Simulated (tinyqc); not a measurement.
# Modulation-doped quantum well, Poisson-Schroedinger loop with local exchange and correlation: two studies

A well of width L centred at z = 0 between barriers Vb; effective-mass electrons, parabolic bands. The electrons come from donor sheets outside the mesh, a share fL of Ns on the left and the rest on the right, so the structure is neutral. Energies are counted from the band edge of the well, with U = 0 on the first node in the Hartree part.

Values chosen for this exercise; material values those of a made-up well:
- T = 400 K (temperature)
- mw = 0.0461 m0 (mass along z in the well)
- mb = 0.0812 m0 (mass along z in the barriers)
- md = 0.0338 m0 (in-plane mass)
- Vb = 0.604 eV (barrier height)
- eps_r = 12.6 (relative permittivity (all layers))
- L = 14 nm (well width)
- Ns = 3.1e11 cm^-2 (sheet density of electrons)
- fL = 0.5 (share of the donors on the left side)
- Fz = -49 kV/cm (applied field along z)

Constants: q = 1.602176634e-19 C, kB = 1.380649e-23 J/K, hbar = 1.054571817e-34 J s, m0 = 9.1093837015e-31 kg, Vt = kB T/q, eps0 = 8.8541878128e-14 F/cm where lengths are in cm, hbar^2/(2 m0) = 0.0380998212 eV nm^2. Results are converted to the units shown.

Each table varies one quantity; the others keep the values above.

## Effect of the sheet density of electrons

Schroedinger equation -C d/dz (1/m) dpsi/dz + (V0 + U) psi = E psi, C = hbar^2/(2 m0), on a fine mesh (400 intervals across the well) with hard walls 9 nm outside the well edges (to within half a fine step); the lowest 3 levels are kept. V0 = 0 in the well and Vb outside, plus q Fz z (1 kV/cm = 1e-4 eV/nm). N_k = D Vt ln(1 + exp((EF - E_k)/Vt)), D = md m0 q/(pi hbar^2), sum N_k = Ns; n = sum N_k |psi_k|^2. dU/dz = q (fL Ns - integral of n from the left)/(eps0 eps_r). Added to it: V_xc = -(2 Ry/(pi al rs)) [1 + 0.7734 (rs/21) ln(1 + 21/rs)] (Hedin-Lundqvist), al = (4/(9 pi))^(1/3), rs = (3/(4 pi n))^(1/3)/aB, aB = 4 pi eps0 eps_r hbar^2/(md m0 q^2), Ry = q/(8 pi eps0 eps_r aB) in eV. The loop is converged to 1e-9 eV; shares under 0.001 % are printed as 0.

Effect of the sheet density of electrons:

| Ns (cm^-2) | E2 - E1 (meV) | EF - E1 (meV) | share of E2 (%) | centroid (nm) | charge in the barriers (%) | range of U in the well (meV) |
|---|---|---|---|---|---|---|
| 5e10 | 87.7 | -79.6 | 7.58 | 0.965 | 1.16 | 1.01 |
| 9.4e10 | 87.4 | -56.5 | 7.90 | 0.958 | 1.17 | 0.529 |
| 1.7e11 | 86.9 | -33.7 | 8.51 | 0.944 | 1.19 | 2.45 |
| 3.3e11 | 85.8 | -6.03 | 9.94 | 0.911 | 1.25 | 7.54 |
| 6.1e11 | 83.7 | 23.4 | 12.8 | 0.851 | 1.37 | 16.7 |
| 1.1e12 | 80.3 | 57.3 | 18.3 | 0.749 | 1.61 | 32.3 |
| 2.1e12 | 74.3 | 104 | 28.1 | 0.587 | 2.12 | 60.8 |

As Ns goes from 5e10 to 2.1e12, E2 - E1 falls from 87.7 to 74.3 meV, EF - E1 rises from -79.6 to 104 meV and the share of E2 rises from 7.58 to 28.1 %. EF lies above E2 for Ns = 2.1e12. The band bending across the well goes from 1.01 through a minimum of 0.529 (at Ns = 9.4e10 among the rows listed) to 60.8 meV, as Ns^(1.10).

## Effect of the well width

Same model as above.

Effect of the well width:

| L (nm) | E2 - E1 (meV) | EF - E1 (meV) | share of E2 (%) | centroid (nm) | charge in the barriers (%) | range of U in the well (meV) |
|---|---|---|---|---|---|---|
| 5.6 | 321 | -3.99 | 0.0126 | 0.0748 | 6.31 | 0.278 |
| 7 | 242 | -4.05 | 0.125 | 0.133 | 4.07 | 0.648 |
| 8.9 | 172 | -4.43 | 0.942 | 0.260 | 2.53 | 1.96 |
| 11 | 125 | -5.66 | 3.54 | 0.475 | 1.74 | 3.80 |
| 14 | 85.9 | -8.79 | 9.75 | 0.915 | 1.25 | 6.89 |
| 18 | 60.1 | -13.5 | 17.6 | 1.72 | 0.955 | 11.6 |
| 22 | 48.7 | -17.1 | 21.7 | 2.76 | 0.809 | 16.8 |
| 28 | 43.6 | -20.0 | 23.1 | 4.72 | 0.692 | 25.7 |

What does the comparison show?

As L goes from 5.6 to 28, E2 - E1 falls from 321 to 43.6 meV, EF - E1 falls from -3.99 to -20.0 meV and the share of E2 rises from 0.0126 to 23.1 %. EF stays below E2 throughout. The spacing goes as L^(-1.24) over the table; an empty well with infinite walls would give -2. For L = 5.6, 7, 8.9 E2 or EF lies over 150 meV above E1, where non-parabolicity matters for so light a mass.

Computed by the program tinyqc: `OMP_NUM_THREADS=1 python tinyqc.py 2140132 2140133 out.jsonl`, one thread of a shared Intel Xeon 2.30GHz, about 0.2 s for the whole run.
